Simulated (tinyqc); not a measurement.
Donor or exciton in a quantum well (variational effective-mass method). From one set of inputs to another, one input at a time. Computed by tinyqc, a small Python program. Command: `OMP_NUM_THREADS=1 python tinyqc.py 3024278 3024279 out.jsonl welldonor ladder`. One thread of a shared host (Intel(R) Xeon(R) Processor @ 2.30GHz), about 0.4 s of CPU time with the checks.

H = -nabla^2 - 2/|r - r_i| + V(z) in effective units; trial function psi = f(z) exp(-|r - r_i|/lambda), f the ground state of the well. Mass and screening are the same in well and barrier; l = L/a* is the width in effective units. Bands are flat: no polarisation or applied field.

The inputs printed are set A. Set A is modelled on CdTe; the values taken over come from a set modelled on CdS. Inputs not listed in the table keep their values of set A, so the rows need not describe a real material.

Inputs (values chosen for the exercise, modelled on CdTe):

| quantity | value | unit |
|---|---|---|
| electron mass m | 0.0959 | m_0 |
| dielectric constant eps | 10 | - |
| well width L | 8.6 | nm |
| donor position z_i/L from the centre | 0.2 | - |
| barrier height V_0 | 0.28 | eV |

Centre: donor. Barriers: finite.

Constants: Ry = 13.605693123 eV; a_0 = 0.529177210903 angstrom.

Method:
- Ry* = Ry m/eps^2, a* = a_0 eps/m; l = L/a*.
- k solves k tan(k l/2) = sqrt(v - k^2), v = V_0/Ry*, 0 < k l/2 < pi/2 (bisection); f = cos(k z) inside and cos(k l/2) exp(-kappa (|z| - l/2)) outside, kappa = sqrt(v - k^2); subband energy k^2 Ry*.
- Binding E_b(lambda) = -1/lambda^2 + 4 A/(lambda B), with A = int f^2 exp(-2 s/lambda) dz, B = int f^2 exp(-2 s/lambda)(1 + 2 s/lambda) dz and s = |z - z_i|; 40 Gauss-Legendre points on each piece between the walls at z = -l/2 and l/2 and z_i, and out to 12/(kappa + 1/lambda) beyond the walls.
- Golden-section search for the maximum over lambda from 0.3 to 4, 40 steps.

Each row keeps all changes above it:

| input moved | from | to | binding energy (meV) | radius lambda a* (nm) | subband energy (meV) |
|---|---|---|---|---|---|
| set A | - | - | 20.907 | 5.4497 | 32.23 |
| donor position z_i/L from the centre | 0.2 | 0.4 | 15.865 | 6.6061 | 32.23 |
| electron mass m (m_0) | 0.0959 | 0.202 | 24.291 | 3.3392 | 17.69 |
| barrier height V_0 (eV) | 0.28 | 0.37 | 23.915 | 3.4199 | 18.47 |
| dielectric constant eps | 10 | 8.57 | 31.151 | 2.8291 | 18.47 |
| well width L (nm) | 8.6 | 1.8 | 59.801 | 2.2431 | 164.58 |

Binding energy goes from 20.9 to 59.8, a factor 2.86 in all. The largest single move comes from well width L (a factor 1.92), and donor position z_i/L from the centre works against it (a factor 0.759). Radius lambda a* goes from 5.45 to 2.24, a factor 0.412 in all. The largest single move comes from electron mass m (a factor 0.505), and donor position z_i/L from the centre works against it (a factor 1.21). Subband energy goes from 32.2 to 165, a factor 5.11 in all. The largest single move comes from well width L (a factor 8.91), and electron mass m works against it (a factor 0.549). The single moves hold for this order of the switches; the total does not depend on the order.

Caution (rows well width L): so narrow a well has large confinement energy, where non-parabolicity and barrier penetration matter.

Extremes, crossings and ranges named in words are read from the listed rows.
